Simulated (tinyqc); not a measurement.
Gaps against pressure: band gaps under pressure and temperature from deformation potentials.

Murnaghan: V/V0 = (1 + Bp P/B0)^(-1/Bp), B0 = (C11 + 2 C12)/3. Each gap moves by a ln(V/V0) with its volume potential a, and falls with temperature by aV T^2/(T + bV) (Varshni); the two effects are added. No change of phase is considered.

Values chosen for the exercise (near those of AlAs, the X and L potentials typical of such crystals; not measured data): Eg = 3.114 eV (gap at Gamma to the s-like level at 0 K, 0 GPa); EgX = 2.249 eV (gap to X at 0 K, 0 GPa); EgL = 2.415 eV (gap to L at 0 K, 0 GPa); C11 = 124.4 GPa; C12 = 52.9 GPa; Bp = 4.5 (pressure derivative of the bulk modulus); aG = -8.09 eV (volume potential of the Gamma gap); aX = 1.6 eV (volume potential of the X gap); aL = -4.3 eV (volume potential of the L gap); aV = (0.878, 0.706, 0.634) meV/K (Varshni alpha of Gamma, X, L); bV = (495, 518, 200) K (Varshni beta of Gamma, X, L); T = 0 K (temperature).

The last column is the linear form E0 + c1 P for Gamma, c1 = -aG/B0.

Gaps (eV):

| P (GPa) | ln(V/V0) | Gamma | X | L | lowest | Gamma, linear |
|---|---|---|---|---|---|---|
| 0.00 | 0.0000 | 3.114 | 2.249 | 2.415 | X | 3.114 |
| 1.00 | -0.0127 | 3.216 | 2.229 | 2.469 | X | 3.219 |
| 2.00 | -0.0246 | 3.313 | 2.210 | 2.521 | X | 3.325 |
| 3.00 | -0.0360 | 3.405 | 2.191 | 2.570 | X | 3.430 |
| 4.00 | -0.0468 | 3.493 | 2.174 | 2.616 | X | 3.536 |
| 5.00 | -0.0571 | 3.576 | 2.158 | 2.661 | X | 3.641 |
| 6.00 | -0.0670 | 3.656 | 2.142 | 2.703 | X | 3.747 |
| 7.00 | -0.0764 | 3.732 | 2.127 | 2.744 | X | 3.852 |
| 8.00 | -0.0855 | 3.806 | 2.112 | 2.783 | X | 3.957 |

What can be read from this table?

Over 8 GPa Gamma moves by +0.692, L by +0.368 and X by -0.137 eV. X stays lowest. The linear form overshoots by 152 meV at the end, because the crystal stiffens; the gap is linear in ln V, not in P.

tinyqc: `OMP_NUM_THREADS=1 python tinyqc.py 1050097 1050098 out.jsonl`; about 0.01 s, one thread, shared Intel(R) Xeon(R) Processor @ 2.30GHz.
